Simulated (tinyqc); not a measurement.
Slow cooling against a quench: self-consistent Fermi level with native defects, at growth and after a quench. Computed by tinyqc, a small Python program. Command: `OMP_NUM_THREADS=1 python tinyqc.py 3023446 3023447 out.jsonl scfermi walk`. One thread of a shared host (Intel(R) Xeon(R) Processor @ 2.30GHz), about 0.08 s of CPU time with the checks.

Energies are counted from the top of the valence band (VBM); when the gap shrinks with temperature the conduction band moves and the levels stay. The added dopant is taken as fully ionised. D and A draw on one reservoir with opposite signs, as the two vacancies of a compound do.

Inputs (values chosen for the exercise, with bands modelled on GaN):
```
quantity                                value   unit
gap E_g at 300 K                         3.51     eV
slope -dE_g/dT above 300 K            0.00073   eV/K
electron mass m_e                       0.192    m_0
valleys M_c                                 1      -
hole mass m_h                            1.37    m_0
E_f of the neutral native donor D       3.966     eV
E_f of the neutral native acceptor A    7.111     eV
shift s of the chemical potential        0.14     eV
site density N_s                      2.7e+22  cm^-3
dopant density N_X                    6.9e+19  cm^-3
growth temperature T_g                   1590      K
temperature of use T                      400      K
```

Added shallow dopant: donor.

levels of D above the VBM, most positive state first (eV): 2.48  2.55

levels of A above the VBM, (0/-1) first (eV): 0.209  0.48  0.943

Constants: m_0 = 9.1093837015e-31 kg; k_B = 1.380649e-23 J/K; h = 6.62607015e-34 J s; k_B = 8.617333262e-05 eV/K.

Method:
- E_f(D, 0) = input + s and E_f(A, 0) = input - s; E_f(q, E_F = 0) follows from the levels, eps(q/q-1) = E_f(q - 1) - E_f(q) at E_F = 0.
- E_g(T) = E_g - slope x max(0, T - 300 K).
- N_c = 2 M_c (2 pi m_e k_B T/h^2)^(3/2) and N_v = 2 (2 pi m_h k_B T/h^2)^(3/2), masses in units of m_0.
- At growth T = T_g.
- n = N_c F_1/2((E_F - E_g)/k_B T), p = N_v F_1/2(-E_F/k_B T).
- F_1/2(eta) = (2/sqrt(pi)) int_0^infinity sqrt(x)/(1 + exp(x - eta)) dx, by the trapezoid rule in t = sqrt(x) with step 0.02 up to t = 12 (for eta < -12 by exp(eta) - exp(2 eta)/2^(3/2)).
- In equilibrium c_q = N_s exp(-(E_f(q, 0) + q E_F)/k_B T).
- Net charge = p - n + sum q c_q + N_X; the log ratio is ln(positive charge/negative charge).
- E_F is the root of the log ratio, by 50 bisections between -0.5 eV and E_g + 0.5 eV.
- After a quench the totals of D and A stay as grown, and each is shared among its charge states with weights exp(-(E_f(q, 0) + q E_F)/k_B T).
- Each E_F by bisection; full equilibrium lets the defects form and vanish at every T.

E_f(q, E_F = 0) (eV): D(+2) -0.924, D(+1) 1.556, D(0) 4.106, A(0) 6.971, A(-1) 7.180, A(-2) 7.660, A(-3) 8.603

total D = 7.58225e+09 cm^-3

total A = 1.76691e+19 cm^-3

Two histories (densities in cm^-3):
```
T (K)  E_F, equilibrium (eV)           n           p  all defects  E_F, frozen (eV)   n, frozen   p, frozen
1350                  2.5907  4.9674e+18  8.1849e+10   2.1344e+19            2.7489  1.5993e+19  2.1009e+10
1110                  2.6419  8.1630e+17  2.8954e+08   2.2728e+19            2.9601  1.5993e+19  1.0397e+07
880                   2.6890  5.5923e+16  8.0508e+04   2.2981e+19            3.1574  1.5993e+19  1.6729e+02
640                   2.7377  4.9116e+14  3.4640e-02   2.3000e+19            3.3567  1.5993e+19  4.6284e-07
400                   2.7865  2.0675e+10  4.8335e-16   2.3000e+19            3.5483  1.5993e+19  1.2180e-25
```

What follows from these numbers?

At 400 K equilibrium would leave 2.30e19 defects per cm^3 against 1.77e19 frozen in, and E_F differs by +0.762 eV. The majority density of the quenched sample is 7.7e8 times the equilibrium one. Real samples lie between, set by the temperature at which diffusion stops.
